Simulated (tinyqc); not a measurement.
Stress in a transistor channel from embedded alloy regions, liners and fins, by half-space elasticity. Changing the recess depth d. Computed by tinyqc, a small Python program. Command: `OMP_NUM_THREADS=1 python tinyqc.py 3020855 3020856 out.jsonl stressor sweep`. One thread of a shared host (Intel(R) Xeon(R) Processor @ 2.30GHz), about 0.05 s of CPU time with the checks.

Plane strain in an isotropic half-space, the same constants everywhere; x along the channel from its centre, y downwards from the free surface; stress is positive in tension.

Inputs (values chosen for the exercise, modelled on silicon):

| quantity | value | unit |
|---|---|---|
| alloy fraction x | 0.29 | - |
| lattice change per unit x, beta | 0.0413 | - |
| Young's modulus E | 173 | GPa |
| Poisson ratio nu | 0.24 | - |
| channel length L | 88 | nm |
| length of each stressor S | 180 | nm |
| depth of the field point y | 5.1 | nm |
| longitudinal piezoresistance coefficient | 69.4 | 1e-11/Pa |
| vertical piezoresistance coefficient | -1.2 | 1e-11/Pa |

Stressor: Si(1-x)Ge(x) source and drain.

Method:
- Misfit e = beta x. A fully constrained inclusion holds the stress -p with p = E e/(1 - 2 nu); a blanket film would hold -E e/(1 - nu) in the plane.
- A line element dA of misfit at (a, c) in the half-space gives, with C = E e/(2 pi (1 - nu)), X = x - a, r1^2 = X^2 + (y - c)^2, r2^2 = X^2 + Y^2, Y = y + c: s_xx = -C dA {[X^2 - (y - c)^2]/r1^4 + 3 [X^2 - Y^2]/r2^4 + 4 y Y (Y^2 - 3 X^2)/r2^6}, s_yy = C dA {[X^2 - (y - c)^2]/r1^4 - [X^2 - Y^2]/r2^4 + 4 y Y (Y^2 - 3 X^2)/r2^6}. These are integrated over two rectangles, L/2 < |a| < L/2 + S, 0 < c < d (closed form in a, 200 Gauss-Legendre points in c).
- At x = y = 0 the integral is s_xx = -(4/pi) [E e/(1 - nu)] [arctan(2 d/L) - arctan(d/(L/2 + S))].
- d mu/mu = -(pi_L s_xx + pi_z s_yy) for the embedded regions alone; the stress across the width is left out.

One run for each value:

| recess depth d (nm) | s_xx (MPa) | s_xx at the surface (MPa) | s_yy (MPa) | mobility change (%) |
|---|---|---|---|---|
| 5.0 | -300 | -315 | -4.86 | 20.8 |
| 8.3 | -490 | -519 | -7.60 | 34.0 |
| 14.0 | -794 | -853 | -11.05 | 55.1 |
| 23.0 | -1205 | -1317 | -13.07 | 83.6 |
| 39.0 | -1724 | -1919 | -10.45 | 119.6 |
| 65.0 | -2128 | -2407 | -4.30 | 147.7 |
| 110.0 | -2216 | -2547 | 0.19 | 153.8 |
| 180.0 | -1925 | -2271 | 1.70 | 133.6 |
| 300.0 | -1382 | -1721 | 1.93 | 95.9 |

Over the rows, s_xx (MPa) goes from -300 through a minimum among these rows, -2220 at 110, to -1380; s_xx at the surface (MPa) goes from -315 through a minimum among these rows, -2550 at 110, to -1720; s_yy (MPa) goes from -4.86 through a minimum among these rows, -13.1 at 23.0, to 1.93. At the surface the maximum lies at d = sqrt((L/2)(L/2 + S)) = 99 nm: an element deeper than its horizontal distance has the opposite effect on the surface, by the sign of X^2 - c^2.

Caution (rows 14.0, 23.0, 39.0, 65.0, 110, 180, 300): beyond a few hundred MPa bulk piezoresistance coefficients no longer describe an inversion layer well.

Extremes, crossings and ranges named in words are read from the listed rows.
